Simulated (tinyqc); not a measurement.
From results back to parameters: band-to-band tunnelling across a p-n junction in a two-band chain. Four cases, with inputs chosen for the exercise.

Problem. In a uniform field T = exp(-B/F), B = (pi/4) sqrt(m/c) Eg^(3/2), c = hbar^2/2m0, 1 V/angstrom = 100 MV/cm. m is the band-edge mass, the same for both bands (twice the reduced mass). The ratio below comes from a hidden m.

Constants: hbar^2/2m0 = 3.80998211 eV angstrom^2.

Case 1.

Values chosen (out of a larger set: gap and mass near those of InGaAs; not measured data):
- Eg = 0.743 eV (gap)
- F1 = 1.18 MV/cm (first field)
- F2 = 3.21 MV/cm (second field)

ln(T2/T1) = 2.890398

Case 2.

Values chosen (out of a larger set: gap and mass near those of Ge (direct gap); not measured data):
- Eg = 0.794 eV (gap)
- F1 = 0.82 MV/cm (first field)
- F2 = 2.55 MV/cm (second field)

ln(T2/T1) = 4.826984

Case 3.

Values chosen (out of a larger set: gap and mass near those of InGaAs; not measured data):
- Eg = 0.72 eV (gap)
- F1 = 0.89 MV/cm (first field)
- F2 = 2.32 MV/cm (second field)

ln(T2/T1) = 3.631541

Case 4.

Values chosen (out of a larger set: gap and mass near those of InSb; not measured data):
- Eg = 0.183 eV (gap)
- F1 = 1.48 MV/cm (first field)
- F2 = 3.32 MV/cm (second field)

ln(T2/T1) = 0.142039

Find: B; m.

Solution. B is the logarithm over 1/F1 - 1/F2, and m = c (4B/pi)^2/Eg^3 with B in V/angstrom.

Case 1.

B = 5.393 MV/cm
m = 0.0438 m0

Case 2.

B = 5.834 MV/cm
m = 0.0420 m0

Case 3.

B = 5.244 MV/cm
m = 0.0455 m0

Case 4.

B = 0.379 MV/cm
m = 0.0145 m0

Computed by tinyqc, one run a case: `OMP_NUM_THREADS=1 python tinyqc.py N N+1 out.jsonl` with N = 1450464, 1450516, 1450534, 1450589; one thread of a shared Intel(R) Xeon(R) Processor @ 2.30GHz, about 0.01 s a run at most.
